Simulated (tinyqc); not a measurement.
# Single-photon avalanche diode, trigger probability and counting: two studies

A multiplication layer of width W with the uniform field V/W; alpha = an exp(-bn/E) for electrons, beta = ap exp(-bp/E) for holes (local model, no dead space). a = alpha W, b = beta W. Electrons enter at x = 0, holes at x = W. P0 is the probability that an electron entering at 0 starts a lasting avalanche, PW the same for a hole entering at W.

Parameters, values chosen for the exercise; ionisation coefficients close to those of silicon:
- an = 6.88e5 1/cm (electron prefactor)
- bn = 1.21 MV/cm (electron field)
- ap = 1.56e6 1/cm (hole prefactor)
- bp = 2.03 MV/cm (hole field)
- W = 1.5 um (width of the multiplication layer)
- eta = 0.76 (probability that a photon makes a pair that enters the layer)
- Gd = 560 1/s (thermal generation rate in the layer)
- td = 10 ns (dead time)
- Cd = 56 fF (diode capacitance)
- Rq = 100 kohm (quench resistance)
- pa = 1.4e-8 (trapping probability per avalanche carrier)
- tt = 5 ns (trap release time)
- nph = 4.1e6 1/s (photon rate)

Constants: q = 1.602176634e-19 C. Results are converted to the units shown.

Each table varies one quantity; the others keep the values above.

## Effect of the excess bias

Breakdown: ln(a/b) = a - b with a not equal to b. Above it PW/(1 - PW) = [P0/(1 - P0)] exp(b - a) and b ln(1 - P0) = a ln(1 - PW); the mean over pairs made evenly in the layer is Pm = ln[(1 - PW)/(1 - P0)]/(a - b). PDP = eta P0; dark counts Gd Pm; avalanche charge Cd Vx/q; afterpulse probability pa (Cd Vx/q) exp(-td/tt) Pm; true rate n = nph PDP + dark counts; measured n/(1 + n td) (non-paralysable) or n exp(-n td) (paralysable); recharge time Rq Cd.

Result of one run:
```
Vx (V)  Vx/VB (%)      P0      PW      Pm     PDP  dark counts (1/s)  afterpulse (%)
12          25.57  0.9859  0.6986  0.8989  0.7493              503.4          0.7144
```

What becomes of these results when the excess bias Vx is changed from 12 to 0.74 V, all else the same?

Result of the changed run:
```
Vx (V)  Vx/VB (%)      P0       PW      Pm     PDP  dark counts (1/s)  afterpulse (%)
0.74        1.577  0.2736  0.05343  0.1395  0.2079              78.11        0.006835
```

The whole series:
```
Vx (V)  Vx/VB (%)      P0       PW       Pm     PDP  dark counts (1/s)  afterpulse (%)
0.47        1.001  0.1851  0.03405  0.09126  0.1407              51.11        0.002841
0.74        1.577  0.2736  0.05343   0.1395  0.2079              78.11        0.006835
1.2         2.557  0.4005  0.08614   0.2153  0.3044              120.5         0.01711
1.9         4.049  0.5484   0.1351   0.3169  0.4168              177.5         0.03988
3           6.392  0.7054   0.2102   0.4489  0.5361              251.4         0.08919
4.7         10.01  0.8424   0.3208   0.6021  0.6402              337.2          0.1874
7.5         15.98  0.9400   0.4862   0.7651  0.7144              428.5          0.3800
12          25.57  0.9859   0.6986   0.8989  0.7493              503.4          0.7144
19          40.49  0.9984   0.8946   0.9743  0.7587              545.6           1.226
```

VB is 46.93 V. P0 rises from 0.185 to 0.998 and PW rises from 0.0340 to 0.895; P0 goes as Vx^(0.86) at the start and Vx^(0.03) at the end. Electrons trigger better in every row. The afterpulse probability keeps growing, as Vx^(1.18) at the end, because the avalanche charge grows with Vx. For Vx = 12, 19 the excess bias passes a quarter of VB, where tunnelling adds dark counts that are left out here.

## Effect of the width of the multiplication layer

Same model as above.

The excess bias is 10 % of VB in every row.

Result of one run:
```
W (um)  VB (V)  E at VB (MV/cm)  beta/alpha at VB      P0      PW
3        81.95           0.2732            0.1127  0.9060  0.2954
```

What becomes of these results when the width of the multiplication layer W is changed from 3 to 1.1 um, all else the same?

Result of the changed run:
```
W (um)  VB (V)  E at VB (MV/cm)  beta/alpha at VB      P0      PW
1.1      36.78           0.3344            0.1952  0.8056  0.3294
```

The whole series:
```
W (um)  VB (V)  E at VB (MV/cm)  beta/alpha at VB      P0      PW
0.15     8.813           0.5875            0.5616  0.4703  0.3331
0.25     12.33           0.4933            0.4302  0.5686  0.3434
0.41     17.48           0.4264            0.3314  0.6578  0.3451
0.67     25.14           0.3753            0.2550  0.7370  0.3400
1.1      36.78           0.3344            0.1952  0.8056  0.3294
1.8      54.25           0.3014            0.1493  0.8612  0.3144
3        81.95           0.2732            0.1127  0.9060  0.2954
5        124.8           0.2495           0.08481  0.9391  0.2738
```

As W grows, VB rises from 8.81 to 125 V, as W^(0.76) on average, the breakdown field falls from 0.588 to 0.250 MV/cm and beta/alpha falls from 0.562 to 0.0848. At equal relative excess P0 rises from 0.470 to 0.939 and PW goes from 0.333 through a maximum of 0.345 (at W = 0.41 um among the rows listed) to 0.274. For W = 0.15, 0.25 dead space and band-to-band tunnelling, left out here, matter.

Program tinyqc, `OMP_NUM_THREADS=1 python tinyqc.py 2630058 2630059 out.jsonl`; Intel Xeon 2.30GHz, shared host, one thread, about 0.01 s.
